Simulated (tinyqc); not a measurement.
Inside a calculation. Method: CIS on RHF in the sto-3g basis, frozen core, for BeH2, spin multiplicity 1. One step of it, computed by the program tinyqc.

Problem. Iteration 1: building the Fock matrix. J_ij = sum D_kl (ij|kl), K_ij = sum D_kl (ik|jl); F = H + J - 0.5 K; E = tr D H + tr D J / 2 - 0.25 tr D K + E_nn.

D at the start, order 1Be 1s, 1Be 2s, 1Be 2px, 1Be 2py, 1Be 2pz, 2H 1s, 3H 1s:
$$\begin{pmatrix}
2.129586 & -0.459091 & 0.000000 & 0.005517 & 0.000000 & -0.059390 & -0.052439 \\
-0.459091 & 1.546553 & 0.000000 & -0.027335 & 0.000000 & 0.276926 & 0.250760 \\
0.000000 & 0.000000 & 0.000000 & 0.000000 & 0.000000 & 0.000000 & 0.000000 \\
0.005517 & -0.027335 & 0.000000 & 1.981046 & 0.000000 & 0.016504 & -0.001179 \\
0.000000 & 0.000000 & 0.000000 & 0.000000 & 0.000000 & 0.000000 & 0.000000 \\
-0.059390 & 0.276926 & 0.000000 & 0.016504 & 0.000000 & 0.050079 & 0.045188 \\
-0.052439 & 0.250760 & 0.000000 & -0.001179 & 0.000000 & 0.045188 & 0.040907
\end{pmatrix}$$

core Hamiltonian H = T + V (hartree), order 1Be 1s, 1Be 2s, 1Be 2px, 1Be 2py, 1Be 2pz, 2H 1s, 3H 1s:
$$\begin{pmatrix}
-8.654348 & -2.136557 & 0.000000 & -0.000612 & 0.000000 & -0.588090 & -0.558904 \\
-2.136557 & -2.838776 & 0.000000 & -0.002772 & 0.000000 & -1.305027 & -1.271050 \\
0.000000 & 0.000000 & -2.293599 & 0.000000 & 0.000000 & 0.000000 & 0.000000 \\
-0.000612 & -0.002772 & 0.000000 & -2.525791 & 0.000000 & -1.338478 & 1.314707 \\
0.000000 & 0.000000 & 0.000000 & 0.000000 & -2.293599 & 0.000000 & 0.000000 \\
-0.588090 & -1.305027 & 0.000000 & -1.338478 & 0.000000 & -2.238358 & -0.128515 \\
-0.558904 & -1.271050 & 0.000000 & 1.314707 & 0.000000 & -0.128515 & -2.212790
\end{pmatrix}$$

Two-electron integrals (ij|kl) in chemists' order, unique and non-zero (hartree):
```
(11|11) 2.298831    (21|11) 0.392036    (21|21) 0.079539    (22|11) 0.570988
(22|21) 0.143041    (22|22) 0.417683    (31|31) 0.014607    (32|31) 0.021888
(32|32) 0.092265    (33|11) 0.569578    (33|21) 0.143083    (33|22) 0.417589
(33|33) 0.449859    (41|41) 0.014607    (42|41) 0.021888    (42|42) 0.092265
(43|43) 0.024249    (44|11) 0.569578    (44|21) 0.143083    (44|22) 0.417589
(44|33) 0.401360    (44|44) 0.449859    (51|51) 0.014607    (52|51) 0.021888
(52|52) 0.092265    (53|53) 0.024249    (54|54) 0.024249    (55|11) 0.569578
(55|21) 0.143083    (55|22) 0.417589    (55|33) 0.401360    (55|44) 0.401360
(55|55) 0.449859    (61|11) 0.105590    (61|21) 0.021401    (61|22) 0.038748
(61|33) 0.038464    (61|41) 0.001926    (61|42) 0.003590    (61|44) 0.039338
(61|55) 0.038464    (61|61) 0.006048    (62|11) 0.228655    (62|21) 0.057972
(62|22) 0.181090    (62|33) 0.174560    (62|41) 0.007630    (62|42) 0.044446
(62|44) 0.193987    (62|55) 0.174560    (62|61) 0.017227    (62|62) 0.111667
(63|31) 0.005661    (63|32) 0.025604    (63|43) 0.007956    (63|63) 0.011081
(64|11) 0.235867    (64|21) 0.060589    (64|22) 0.198647    (64|33) 0.186908
(64|41) 0.012529    (64|42) 0.069633    (64|44) 0.221920    (64|55) 0.186908
(64|61) 0.018936    (64|62) 0.140070    (64|64) 0.182754    (65|51) 0.005661
(65|52) 0.025604    (65|54) 0.007956    (65|65) 0.011081    (66|11) 0.393152
(66|21) 0.101549    (66|22) 0.352926    (66|33) 0.327311    (66|41) 0.016654
(66|42) 0.121510    (66|44) 0.403868    (66|55) 0.327311    (66|61) 0.031180
(66|62) 0.269791    (66|64) 0.361054    (66|66) 0.774606    (71|11) 0.100295
(71|21) 0.020331    (71|22) 0.036826    (71|33) 0.036557    (71|41) -0.001824
(71|42) -0.003409   (71|44) 0.037383    (71|55) 0.036557    (71|61) 0.005233
(71|62) 0.013809    (71|64) 0.013825    (71|66) 0.023767    (71|71) 0.005457
(72|11) 0.221968    (72|21) 0.056305    (72|22) 0.176498    (72|33) 0.170068
(72|41) -0.007406   (72|42) -0.043572   (72|44) 0.189202    (72|55) 0.170068
(72|61) 0.014112    (72|62) 0.059577    (72|64) 0.058814    (72|66) 0.107290
(72|71) 0.015903    (72|72) 0.106953    (73|31) 0.005435    (73|32) 0.024746
(73|43) -0.007751   (73|63) 0.004794    (73|73) 0.010463    (74|11) -0.230738
(74|21) -0.059291   (74|22) -0.195050   (74|33) -0.183510   (74|41) 0.012137
(74|42) 0.068173    (74|44) -0.217929   (74|55) -0.183510   (74|61) -0.014251
(74|62) -0.059430   (74|64) -0.055790   (74|66) -0.104768   (74|71) -0.017591
(74|72) -0.135025   (74|74) 0.177049    (75|51) 0.005435    (75|52) 0.024746
(75|54) -0.007751   (75|65) 0.004794    (75|75) 0.010463    (76|11) 0.021849
(76|21) 0.005399    (76|22) 0.015161    (76|33) 0.014917    (76|41) -0.000005
(76|42) -0.000040   (76|44) 0.015644    (76|55) 0.014917    (76|61) 0.001468
(76|62) 0.006725    (76|64) 0.007491    (76|66) 0.013450    (76|71) 0.001397
(76|72) 0.006601    (76|74) -0.007426   (76|76) 0.000561    (77|11) 0.386819
(77|21) 0.099953    (77|22) 0.349167    (77|33) 0.323797    (77|41) -0.016200
(77|42) -0.120113   (77|44) 0.399626    (77|55) 0.323797    (77|61) 0.024639
(77|62) 0.109089    (77|64) 0.105453    (77|66) 0.196751    (77|71) 0.029133
(77|72) 0.263467    (77|74) -0.354555   (77|76) 0.013450    (77|77) 0.774606
```

nuclear repulsion = 3.34571665 hartree

Give: Coulomb J; exchange K; Fock matrix F; total energy of this density.

Solution.

Coulomb J (hartree), order 1Be 1s, 1Be 2s, 1Be 2px, 1Be 2py, 1Be 2pz, 2H 1s, 3H 1s:
$$\begin{pmatrix}
6.808 & 1.334 & 0.000 & 0.000 & 0.000 & 0.362 & 0.344 \\
1.334 & 2.779 & 0.000 & 0.001 & 0.000 & 1.207 & 1.173 \\
0.000 & 0.000 & 2.734 & 0.000 & 0.000 & 0.000 & 0.000 \\
0.000 & 0.001 & 0.000 & 2.858 & 0.000 & 1.322 & -1.294 \\
0.000 & 0.000 & 0.000 & 0.000 & 2.734 & 0.000 & 0.000 \\
0.362 & 1.207 & 0.000 & 1.322 & 0.000 & 2.341 & 0.104 \\
0.344 & 1.173 & 0.000 & -1.294 & 0.000 & 0.104 & 2.304
\end{pmatrix}$$

exchange K (hartree), order 1Be 1s, 1Be 2s, 1Be 2px, 1Be 2py, 1Be 2pz, 2H 1s, 3H 1s:
$$\begin{pmatrix}
4.688 & 0.826 & 0.000 & 0.000 & 0.000 & 0.240 & 0.229 \\
0.826 & 1.060 & 0.000 & -0.001 & 0.000 & 0.575 & 0.558 \\
0.000 & 0.000 & 0.229 & 0.000 & 0.000 & 0.000 & 0.000 \\
0.000 & -0.001 & 0.000 & 1.134 & 0.000 & 0.580 & -0.563 \\
0.000 & 0.000 & 0.000 & 0.000 & 0.229 & 0.000 & 0.000 \\
0.240 & 0.575 & 0.000 & 0.580 & 0.000 & 0.725 & 0.046 \\
0.229 & 0.558 & 0.000 & -0.563 & 0.000 & 0.046 & 0.686
\end{pmatrix}$$

Fock matrix F (hartree), order 1Be 1s, 1Be 2s, 1Be 2px, 1Be 2py, 1Be 2pz, 2H 1s, 3H 1s:
$$\begin{pmatrix}
-4.190 & -1.216 & 0.000 & -0.001 & 0.000 & -0.346 & -0.330 \\
-1.216 & -0.590 & 0.000 & -0.001 & 0.000 & -0.385 & -0.377 \\
0.000 & 0.000 & 0.326 & 0.000 & 0.000 & 0.000 & 0.000 \\
-0.001 & -0.001 & 0.000 & -0.235 & 0.000 & -0.306 & 0.302 \\
0.000 & 0.000 & 0.000 & 0.000 & 0.326 & 0.000 & 0.000 \\
-0.346 & -0.385 & 0.000 & -0.306 & 0.000 & -0.260 & -0.047 \\
-0.330 & -0.377 & 0.000 & 0.302 & 0.000 & -0.047 & -0.252
\end{pmatrix}$$

total energy of this density = -15.10715 hartree
